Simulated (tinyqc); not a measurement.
Admittance spectroscopy of a deep trap: admittance against temperature.

Schottky contact on an n-type layer with shallow donors Nd (all ionised) and a donor-like deep trap, neutral when filled and positive when empty; depletion approximation. Traps within lam of the depletion edge stay filled. The traps at xt = W - lam, where the level crosses the Fermi level, follow a slow signal and not a fast one. w = 2 pi f.

Emission rate en = sn vth(T) Nc(T) exp(-Et/kB T) = sn g T^2 exp(-Et/kB T), g = vth Nc/(300 K)^2, as vth goes as T^0.5 and Nc as T^1.5 (degeneracy factor 1). lam = sqrt(2 eps0 eps_r (EF - ET)/(q Nd)), EF - ET = Et - (kB T/q) ln(Nc(T)/Nd), Nc(T) = Nc (T/300 K)^1.5. In the steady state at the band bending V, 2 eps0 eps_r V/q = Nd W^2 + Nt (W - lam)^2 (the second term only if W > lam). V = Vbi + Vr. C_HF = eps0 eps_r/W, C_LF = eps0 eps_r (Nd + Nt)/(Nd W + Nt xt). Inflection frequency w0 = 2 en [1 + Nt xt/(Nd W)]; C = C_HF + (C_LF - C_HF)/(1 + (w/w0)^2), G/w = (C_LF - C_HF)(w/w0)/(1 + (w/w0)^2).

Values chosen for this exercise; material values close to those of germanium: relative permittivity eps_r = 15.8; conduction-band density of states at 300 K Nc = 1.03e19 cm^-3; thermal velocity at 300 K vth = 3.3e7 cm/s; shallow donor density Nd = 1.3e15 cm^-3; built-in voltage Vbi = 0.39 V; depth of the trap below the conduction edge Et = 0.26 eV; capture cross-section sn = 5e-15 cm^2; trap density Nt = 7.2e13 cm^-3; reverse bias Vr = 0 V; signal frequency f = 1900 Hz.

Constants: q = 1.602176634e-19 C, kB = 1.380649e-23 J/K, eps0 = 8.8541878128e-14 F/cm where lengths are in cm. Results are converted to the units shown.

Admittance against temperature:
```
T (K)  w0/(2 pi) (Hz)  C (nF/cm^2)  G/w (nF/cm^2)
135            21.950       19.389      0.0080522
142            73.126       19.394       0.026337
149            218.60       19.406       0.076448
155            518.32       19.447        0.16826
162            1313.8       19.616        0.30409
168            2749.4       19.843        0.29885
175            6123.1       19.986        0.17711
182             12862       20.020       0.088492
188             23310       20.022       0.048599
195             44648       20.017       0.024887
201             75334       20.011       0.014449
```

What does the table show?

G/w goes from 0.00805 through a maximum of 0.304 (at T = 162 K among the rows listed) to 0.0144 nF/cm^2, where w0 passes the signal: w0/(2 pi) rises from 21.9 to 75300 Hz. C rises from 19.4 to 20.0 nF/cm^2.

Numbers from tinyqc (`OMP_NUM_THREADS=1 python tinyqc.py 2050165 2050166 out.jsonl`; about 0.01 s on one thread of a shared Intel Xeon 2.30GHz).
